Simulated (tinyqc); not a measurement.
Voltage drop against the pad pitch.

A grid of 17 by 17 nodes with segments Rx (rows) and Ry (columns); every node draws I1 and the central node kh I1; pads with resistance Rp sit at the nodes whose row and column are multiples of the pitch, counting from 0. The drops u = Vdd - V follow from G u = i, with G the conductance matrix and i the load currents, solved directly.

Values chosen for this exercise:
- Vdd = 1 V (supply voltage)
- Rx = 0.12 ohm (resistance of a horizontal segment)
- Ry = 0.64 ohm (resistance of a vertical segment)
- Rp = 0.12 ohm (resistance from a pad node to the supply)
- kh = 5 (factor on the load at the hot node)
- I1 = 1.8 mA (load current of a node in the large grid)

Result of one run:
columns A: pitch (nodes); B: pads; C: worst drop (mV); D: mean drop (mV); E: largest drop at a pad (mV); F: largest pad current (mA); G: worst drop over Vdd (%)
```
A   B      C      D      E      F       G
4  25  6.288  4.819  3.678  30.65  0.6288
```

What becomes of these results when the pad pitch is changed from 4 to 1 nodes, all else the same?

Result of the changed run:
columns A: pitch (nodes); B: pads; C: worst drop (mV); D: mean drop (mV); E: largest drop at a pad (mV); F: largest pad current (mA); G: worst drop over Vdd (%)
```
A    B       C       D       E      F        G
1  289  0.5395  0.2190  0.5395  4.496  0.05395
```

The whole series:
columns A: pitch (nodes); B: pads; C: worst drop (mV); D: mean drop (mV); E: largest drop at a pad (mV); F: largest pad current (mA); G: worst drop over Vdd (%)
```
A     B       C       D       E      F        G
1   289  0.5395  0.2190  0.5395  4.496  0.05395
2    81   1.633   1.156   1.258  10.48   0.1633
4    25   6.288   4.819   3.678  30.65   0.6288
8     9   21.96   18.21   10.98  91.50    2.196
16    4   78.20   63.11   15.82  131.8    7.820
```

The worst drop goes from 0.540 to 78.2 mV while the number of pads falls from 289 to 4; between the last two rows it goes as pitch^(1.83). The largest drop at a pad is 100 % of the worst drop in the first row and 20.2 % in the last; the rest falls along the wires.

Computed by the program tinyqc: `OMP_NUM_THREADS=1 python tinyqc.py 2770137 2770138 out.jsonl`, one thread of a shared Intel Xeon 2.30GHz, about 0.1 s for the whole run.
